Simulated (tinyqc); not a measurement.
Defect equilibria of an oxide against oxygen pressure (mass action): one step, computed by the program tinyqc.

Defects: oxygen vacancies V (charge +2), electrons n, holes p, the ionic partner X = V_M'''' (charge -4), and the dopant. Activities are taken equal to concentrations.

Question. Conductivities. sigma_n = e n mu_n, sigma_p = e p mu_p, sigma_ion = 2 e [V] mu_V with mu_V = 2 e D/(k_B T) and D = D_0 exp(-E_m/k_B T); only the oxygen vacancies carry ionic current, and the ionic transport number is sigma_ion over the total.

Inputs (values chosen for the exercise, for a model oxide): temperature T = 900 K; electron mobility mu_n = 0.029 cm^2/(V s); hole mobility mu_p = 0.32 cm^2/(V s); vacancy diffusion prefactor D_0 = 0.0043 cm^2/s; vacancy migration energy E_m = 1.1 eV.

Ionic disorder: Schottky, oxide MO2. Dopant (singly charged, fully ionised): acceptor.

n = 6.474611e+17 cm^-3

[V] = 3.987360e+17 cm^-3

p = 230061.0 cm^-3

Constants: k_B = 8.617333262e-05 eV/K; e = 1.602176634e-19 C.

Give: sigma_n; sigma_p; sigma_ion; total conductivity; ionic transport number.

Answer.

sigma_n = 0.003008 S/cm

sigma_p = 1.180e-14 S/cm

sigma_ion = 9.808e-09 S/cm

total conductivity = 0.003008 S/cm

ionic transport number = 3.260e-06

The conductor is mainly n-type electronic here.
